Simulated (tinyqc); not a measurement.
Electron mobility of a polar semiconductor by Rode's iterative solution of the Boltzmann equation: one step, computed by the program tinyqc. Command: `OMP_NUM_THREADS=1 python tinyqc.py 3028968 3028969 out.jsonl rode walk`. One thread of a shared host (Intel(R) Xeon(R) Processor @ 2.30GHz), about 0.01 s of CPU time with the checks.

The distribution is f(E) + e F l(E) (-df/dE) cos(theta) for a weak field F, theta counted from the force; l(E) is a mean free path. Elastic processes enter by their momentum rate, polar optical phonons by out- and in-scattering terms. One valley only: where upper valleys lie close, measured mobilities are lower. The density n is prescribed, even where a narrow-gap material would have more intrinsic carriers.

Task: Rates on one ladder of the grid. Parabolic band: E = hbar^2 k^2/(2 m), speed v = hbar k/m, states per spin, volume and energy g(E) = m k/(2 pi^2 hbar^2). Masses are multiplied by m_0 and all formulas are in SI units. Phonon occupation N_q = 1/(exp(hbar w/(k_B T)) - 1). Acoustic deformation potential (elastic, equipartition, absorption and emission together): 1/tau = 2 pi k_B T D_A^2 g(E)/(hbar rho v_l^2). Piezoelectric (elastic, unscreened, momentum relaxation): 1/tau = e^2 K^2 k_B T m (1 + 2 alpha E)/(2 pi eps_s eps_0 hbar^3 k), with alpha = 0 for a parabolic band. Singly charged impurities, momentum relaxation: 1/tau = N_I e^4 m (1 + 2 alpha E) Phi/(8 pi (eps_s eps_0)^2 hbar^3 k^3), with alpha = 0 for a parabolic band. Brooks-Herring: Phi = ln(1 + b) - b/(1 + b), b = 4 k^2 L_s^2. Polar optical, unscreened: W = e^2 w (1/eps_inf - 1/eps_s) m (1 + 2 alpha E') ln|(k + k')/(k - k')| / (4 pi eps_0 hbar^2 k), times N_q for absorption (E' = E + hbar w) and N_q + 1 for emission (E' = E - hbar w > 0), with alpha = 0 for a parabolic band; mean cosine of the angle <cos> = (k^2 + k'^2)/(2 k k') - 1/ln|(k + k')/(k - k')|. Energy grid E_j = (j + 1/2) hbar w/s, j = 0, 1, ..., up to (max(eta, 0) + 18) k_B T, so that E_j +/- hbar w are grid points; l = 0 beyond the grid; integrals are sums times the spacing. With f' = f(E'): out-scattering S_o = sum over absorption and emission of W (1 - f')/(1 - f); nu = sum of elastic rates; the in-scattering weights are c+ = W_abs <cos> (1 - f')/(1 - f) for E' = E + hbar w and c- likewise for emission.

Inputs (values chosen for the exercise, for a model polar semiconductor):
```
quantity                             value    unit
effective mass m                      0.27     m_0
static permittivity eps_s             11.8       -
high-frequency permittivity eps_inf   8.69       -
density rho                           3890  kg/m^3
sound velocity v_l                    8740     m/s
acoustic deformation potential D_A     6.4      eV
optical phonon energy hbar w          32.4     meV
piezoelectric coupling K              0.04       -
temperature T                          400       K
grid points per phonon energy s         10       -
```

Band: parabolic. Elastic processes: acoustic, piezoelectric, impurity.

reduced Fermi level eta = -10.90049

ionised impurity density N_I = 1.00e+14 1/cm^3

screening length L_s = 474.1088 nm

Constants: k_B = 8.617333262e-05 eV/K; k_B = 1.380649e-23 J/K; e = 1.602176634e-19 C; hbar = 1.054571817e-34 J s; m_0 = 9.1093837015e-31 kg; eps_0 = 8.8541878128e-12 F/m; hbar = 6.582119569e-16 eV s.

Give: Points j = s/2, s/2 + s, ... (the first seven rungs, or as many as the grid holds), rates in 1e12/s.

Result:

Points j = s/2, s/2 + s, ... (the first seven rungs, or as many as the grid holds), rates in 1e12/s:
```
E (meV)    v (m/s)     nu    S_o     c+     c-
17.82    1.524e+05  0.679  18.87  7.712   0.00
50.22    2.558e+05  0.902  45.87  9.446  11.76
82.62    3.281e+05  1.094  50.05  9.757  18.85
115.02   3.871e+05  1.259  49.58  9.750  21.17
147.42   4.383e+05  1.405  48.36  9.641  22.05
179.82   4.840e+05  1.537  47.03  9.498  22.35
212.22   5.258e+05  1.659  45.75  9.344  22.38
```

Points one phonon energy apart are coupled only to each other, so the grid falls into s independent ladders.
